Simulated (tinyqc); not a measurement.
Ways to converge the cycle: SCF convergence aids in the sto-3g basis, for BeH2, spin multiplicity 1. Computed by the program tinyqc with PySCF. Command: `OMP_NUM_THREADS=1 python tinyqc.py 114753 114754 out.jsonl`; one thread of a shared host (Intel(R) Xeon(R) Processor @ 2.60GHz), about 0.7 s.

Geometry (angstrom):
```
atom,x,y,z
Be,0.0000,0.0000,0.0000
H,0.0000,1.6460,0.0770
H,0.0000,-1.6210,0.0760
```

lowest restricted solution found by these runs and by PySCF = -15.492490 hartree

RHF with one setting changed at a time; a run stops when the energy changes by less than 1e-09 hartree and the error matrix is below 1e-5. The start is random orbitals. Damping d keeps d of the old density; a shift (hartree) raises the virtual levels; DIIS n extrapolates F over n matrices.

Largest element of the error matrix X^T (FDS - SDF) X:
```
iteration,plain,damping 0.3,damping 0.6,shift 0.4,DIIS 3,DIIS 8
1,2.5e+00,2.5e+00,2.5e+00,2.5e+00,2.5e+00,2.5e+00
2,3.2e-01,8.2e-01,1.5e+00,3.0e-01,3.2e-01,3.2e-01
3,1.7e-01,3.2e-01,9.4e-01,2.9e-01,1.8e-01,1.8e-01
4,4.2e-02,1.3e-01,6.0e-01,1.8e-01,5.3e-02,5.3e-02
5,2.0e-02,5.2e-02,3.9e-01,1.1e-01,1.3e-02,1.7e-02
6,9.7e-03,3.3e-02,2.5e-01,7.4e-02,4.5e-03,4.7e-03
8,2.5e-03,1.3e-02,1.1e-01,3.5e-02,2.1e-04,2.5e-04
10,6.5e-04,5.6e-03,4.7e-02,1.6e-02,2.2e-06,1.6e-06
14,4.4e-05,1.0e-03,1.3e-02,3.4e-03,-,-
20,-,8.3e-05,3.5e-03,4.4e-04,-,-
30,-,-,3.9e-04,1.5e-05,-,-
45,-,-,1.5e-05,-,-,-
```

How each run ends:
```
run,iterations,E (hartree),state
plain,17,-15.49249,lowest found
damping 0.3,26,-15.49249,lowest found
damping 0.6,48,-15.49249,lowest found
shift 0.4,32,-15.49249,lowest found
DIIS 3,11,-15.49249,lowest found
DIIS 8,11,-15.49249,lowest found
```

6 of 6 runs reach the lowest restricted solution found, in 11 to 48 iterations (fastest: DIIS 3, DIIS 8). Plain steps already contract here, so damping only slows them. DIIS 3 and DIIS 8 gain by cancelling the error over several earlier matrices, much as a quasi-Newton step does.
